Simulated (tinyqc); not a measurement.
Which input was changed? Model: permeation of metal atoms or ions through a thin barrier or dielectric: time lag, field-aided drift and lifetime. Computed by tinyqc, a small Python program. Command: `OMP_NUM_THREADS=1 python tinyqc.py 3020175 3020176 out.jsonl barrier which`. One thread of a shared host (Intel(R) Xeon(R) Processor @ 2.30GHz), about 0.3 s of CPU time with the checks.

The film 0 < x < d is empty at first; C = C0 at x = 0 and C = 0 at x = d. dC/dt = D d2C/dx2 - v dC/dx with drift v = D z e V/(k_B T d) (uniform field, no space charge).

Inputs (values chosen for the exercise, for a model case: singly charged ions through a dielectric):

| quantity | value | unit |
|---|---|---|
| thickness d | 14 | nm |
| prefactor D0 | 0.00017 | cm^2/s |
| activation energy E | 0.889 | eV |
| concentration at the source side C0 | 8.5e+15 | 1/cm^3 |
| charge number z | 1 | - |
| voltage V (positive drives ions across) | 0.22 | V |
| critical dose Q_c | 8e+07 | 1/cm^2 |
| test temperature T | 125 | C |
| use temperature T_u | 70 | C |

Constants: k_B = 8.617333262e-05 eV/K.

Method:
- D = D0 exp(-E/(k_B T)); time scale d^2/D; Peclet number P = z V/(k_B T), k_B T in eV; 1 nm = 1e-7 cm.
- Temperatures in kelvin are T(C) + 273.15.
- Steady flux J = (D C0/d) P/(1 - exp(-P)); time lag in units of d^2/D: s_L = [P (1 + exp(-P))/(1 - exp(-P)) - 2]/P^2 (P = 0: J = D C0/d, s_L = 1/6).
- Dose through the film Q(s) = C0 d {f (s - s_L) - 2 exp(P/2) sum_(n=1..200) (-1)^n n^2 pi^2 exp(-l_n s)/l_n^2}, l_n = n^2 pi^2 + P^2/4, f = P/(1 - exp(-P)) the relative flux.
- Solve Q = Q_c for s. At the use temperature D and P take T_u, with the same C0 and V; 1 year = 3.15576e7 s.

Question. One of these inputs alone was changed, within the range given: thickness d (7 to 28); prefactor D0 (8.5e-05 to 0.00034); concentration at the source side C0 (4.25e+15 to 1.7e+16); test temperature T (62.5 to 250). Which one, and to what value?

Results:

| run | time lag (s) | failure time at T_u (years) | steady flux J (1/(cm^2 s)) |
|---|---|---|---|
| before | 222.5732 | 2.085061e-04 | 3.702580e+07 |
| after | 283.4856 | 2.602366e-04 | 3.280767e+07 |

Answer.

Each candidate set to reproduce time lag, and what it then gives:

| candidate | range searched | value needed | failure time at T_u (years) | steady flux J (1/(cm^2 s)) |
|---|---|---|---|---|
| thickness d (nm) | 7 to 28 | 15.80 | 2.6024e-04 | 3.2808e+07 |
| prefactor D0 (cm^2/s) | 8.5e-05 to 0.00034 | 1.335e-4 | 2.6557e-04 | 2.9070e+07 |
| concentration at the source side C0 (1/cm^3) | 4.25e+15 to 1.7e+16 | no effect | - | - |
| test temperature T (C) | 62.5 to 250 | 121.2 | 2.0851e-04 | 2.9183e+07 |

Only thickness d fits every result: it went from 14 to 15.8 nm. The next best candidate, prefactor D0, misses one result by 11 %.

Caution: grain boundaries, pinholes, trapping and space charge are left out; thin real barriers usually fail at defects.
